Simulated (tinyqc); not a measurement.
Inside a calculation: nanosheet or nanowire with hard walls, valleys of the Si type. Values are carried at full precision from step to step, so a last printed digit may differ when a step is redone from the rounded ones.

Six ellipsoidal valleys along the cube axes: inverse mass tensor w = 1/mt + (1/ml - 1/mt) a a^T with a the unit axis. Device axes: x along the channel, z = [001], y = z x x.

Constants: hbar^2/2m0 = 3.80998211 eV angstrom^2; hbar = 6.58211957e-16 eV s; e^2/h = 3.874045865e-05 S; kB = 8.617333262e-05 eV/K.

Inputs chosen for the exercise (near those of Si; the results hold for these values, not for the real material): ml = 0.899 m0 (longitudinal mass); mt = 0.186 m0 (transverse mass); channel = 100 (transport direction x on a (001) wafer); W = 35 angstrom (width, along y); H = 36 angstrom (height, along z = [001]); dE = 0.215 eV (EF above the lowest subband edge); T = 350 K (temperature); g_all = 6 (number of valleys).

## Valley masses for a [100] channel

Rotate w into the device axes and group equal valleys (|w_yz| counts); order by w_zz, then w_yy. 1/m_x = w_xx - w_xc w_c^-1 w_cx with c the block (y, z).

Valleys:

| group | valleys g | w_yy | w_zz | \|w_yz\| | m_x (m0) |
|---|---|---|---|---|---|
| A | 2 | 5.3763 | 1.1123 | 0.0000 | 0.1860 |
| B | 2 | 1.1123 | 5.3763 | 0.0000 | 0.1860 |
| C | 2 | 5.3763 | 5.3763 | 0.0000 | 0.8990 |

The lightest transport mass, 0.186 m0, belongs to groups A and B.

## One-dimensional subbands

Hard walls around a W x H rectangle. The block w_c of w in (y, z) confines; the transport mass follows from 1/m_x = w_xx - w_xc w_c^-1 w_cx. The cross-section problem c (w_yy ky^2 + 2 w_yz ky kz + w_zz kz^2), c = hbar^2/2m0, is solved in products sin(n pi y/W) sin(l pi z/H), n, l = 1 to 12; if w_yz = 0 the levels are c pi^2 (w_yy n^2/W^2 + w_zz l^2/H^2). The w_yz term couples (n, l) to (n', l') by -2 c w_yz D_nn'(W) D_ll'(H) with D_nm(L) = 4 n m/(L (n^2 - m^2)) for n + m odd and 0 otherwise.

The ten lowest levels of all groups together, numbered within each group.

Subbands:

| label | valleys g | m_x (m0) | E (eV) |
|---|---|---|---|
| B1 | 2 | 0.1860 | 0.1901 |
| A1 | 2 | 0.1860 | 0.1973 |
| B2 | 2 | 0.1860 | 0.2926 |
| A2 | 2 | 0.1860 | 0.2941 |
| C1 | 2 | 0.8990 | 0.3210 |
| A3 | 2 | 0.1860 | 0.4555 |
| B3 | 2 | 0.1860 | 0.4633 |
| B4 | 2 | 0.1860 | 0.6581 |
| A4 | 2 | 0.1860 | 0.6814 |
| A5 | 2 | 0.1860 | 0.6924 |

The lowest subband is B1; the number of further ones in the list within kB T = 30.2 meV of it at 350 K is 1.

## Modes, density and velocity at zero temperature

With EF = E_lowest + dE, each subband below EF has k_F = sqrt(m_x (EF - E)/c), carries n = 2 g k_F/pi electrons per length (spin included), moves at v = 2 c k_F/(hbar m_x) and adds 2 g e^2/h to the ballistic conductance; c = hbar^2/2m0, 1 angstrom/s = 1e-8 cm/s.

Occupied subbands:

| label | k_F (1/angstrom) | n (1/nm) | v (1e7 cm/s) |
|---|---|---|---|
| B1 | 0.1025 | 1.304 | 6.38 |
| A1 | 0.1007 | 1.283 | 6.27 |
| B2 | 0.0741 | 0.944 | 4.61 |
| A2 | 0.0736 | 0.937 | 4.58 |
| C1 | 0.1409 | 1.794 | 1.81 |

total n = 6.262 1/nm
ballistic conductance = 774.8 microsiemens

EF lies below the last listed level, so the count is complete for these valleys (other families, and non-parabolicity above about 0.2 eV, are left out): 5 subbands with 10 valley modes. The Fermi velocity, averaged with the densities as weights, is 4.51 x 1e7 cm/s; the mean over all filled states moving one way is half of it.

## Threshold shift from confinement

Without degeneracy the line density is N1 exp((EF - Ec)/kB T) with N1 = sum 2 g sqrt(m_x kB T/(4 pi c)) exp(-E/kB T), here over n, l up to 80 where w_yz = 0 and over all levels of a 12 x 12 sine basis otherwise; the classical value is W H Nc with Nc = 2 g_all (m_dos kB T/(4 pi c))^(3/2), m_dos = (ml mt^2)^(1/3); dVt = kB T ln(W H Nc/N1).

Form N1, W H Nc and dVt.

N1 = 0.001491 1/nm
W H Nc = 0.4216 1/nm
dVt = 170.3 mV

## Checks

- Lowest level of group A on a 40 x 40 difference grid against the sine basis, eV: both 0.197.

Program tinyqc; command `OMP_NUM_THREADS=1 python tinyqc.py 1280620 1280621 out.jsonl`; about 0.02 s on one thread of a shared Intel(R) Xeon(R) Processor @ 2.30GHz.
